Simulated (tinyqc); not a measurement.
# Space-charge-limited current with shallow traps: what changes with what

One carrier type, drift only, an injecting contact at x = 0 (zero field) and thickness L. The share th = y/(1 + y), y = (Nc/Nt) exp(-Et/kB T), of the injected charge is free: J = q mu n F, eps0 eps_r dF/dx = q (n - n0)/th.

Values chosen for this exercise: temperature T = 300 K; relative permittivity eps_r = 18.3; mobility mu = 3.8 cm^2/(V s); thickness L = 270 nm; band density of states Nc = 5.8e20 cm^-3; trap density Nt = 6.6e17 cm^-3; trap depth Et = 0.44 eV; free carrier density in equilibrium n0 = 7.1e10 cm^-3; voltage V = 4.5 V.

Constants: q = 1.602176634e-19 C, kB = 1.380649e-23 J/K, Vt = kB T/q, eps0 = 8.8541878128e-14 F/cm where lengths are in cm. Results are converted to the units shown.

Each table varies one quantity; the others keep the values above.

## From ohmic to space-charge-limited current

Ohmic J = q n0 mu V/L; Mott-Gurney J = (9/8) th eps0 eps_r mu V^2/L^3; they cross at Vx = 8 q n0 L^2/(9 th eps0 eps_r); traps fill at V_TFL = q Nt L^2/(2 eps0 eps_r). Exact: with u = n0/n(L), w = -u - ln(1 - u) and v = -u - u^2/2 - ln(1 - u), V = (q n0 L^2/(th eps0 eps_r)) v/w^2 and J = q^2 n0^2 mu L/(th eps0 eps_r w).

Results:
```
V (V),J (A/cm^2),ohmic (A/cm^2),Mott-Gurney (A/cm^2),d ln J/d ln V
0.012,2.009e-5,1.921e-5,1.807e-6,1.048
0.023,4.036e-5,3.682e-5,6.639e-6,1.105
0.046,9.037e-5,7.365e-5,2.656e-5,1.235
0.18,6.345e-4,2.882e-4,4.066e-4,1.624
0.36,0.002071,5.764e-4,0.001626,1.780
0.71,0.007192,0.001137,0.006326,1.878
1.4,0.02629,0.002241,0.02460,1.935
2.8,0.1018,0.004483,0.09839,1.967
5.5,0.3863,0.008805,0.3796,1.983
```

Estimate the missing row, V = 0.092 V.

Computed row:
```
V (V),J (A/cm^2),ohmic (A/cm^2),Mott-Gurney (A/cm^2),d ln J/d ln V
0.092,2.272e-4,1.473e-4,1.062e-4,1.431
```

With this row back in the table: The local exponent rises from 1.05 to 1.98, passing from ohmic towards the square law around Vx = 0.128 V. In the last row J is 1.7 % above the Mott-Gurney value. For V = 0.012, 0.023, 0.046, 0.092, 0.18, 0.36, 0.71, 1.4 the voltage is under 100 kB T/q, where diffusion would add more than a third of the Mott-Gurney current.

## Effect of the thickness

Same model as above.

Effect of the thickness:
```
L (nm),J (A/cm^2),ohmic (A/cm^2),Mott-Gurney (A/cm^2),d ln J/d ln V
100,5.017,0.01945,5.002,1.997
160,1.230,0.01216,1.221,1.993
250,0.3260,0.007781,0.3201,1.982
390,0.08809,0.004988,0.08433,1.957
610,0.02446,0.003189,0.02204,1.900
950,0.007414,0.002048,0.005834,1.781
```

What does the table show?

J falls from 5.02 to 0.00741 A/cm^2, as L^(-2.99) between the first two rows and L^(-2.69) between the last two (space charge -3, ohmic -1). The thickness law marks a bulk-limited current; an electrode-limited one depends on V/L alone. For L = 100, 160 V exceeds half of V_TFL, which goes as L^2, so trap filling, left out here, would raise the current.

Range of the model: Diffusion and a field-dependent mobility are left out. With injecting contacts the diffusion current, about 4 pi^2 Vt th eps0 eps_r mu V/L^3, equals the Mott-Gurney current at V = 35 kB T/q (0.9 V at 300 K), so the drift-only result needs V well above that.

Computed by the program tinyqc: `OMP_NUM_THREADS=1 python tinyqc.py 2370144 2370145 out.jsonl`, one thread of a shared Intel Xeon 2.30GHz, about 0.01 s for the whole run.
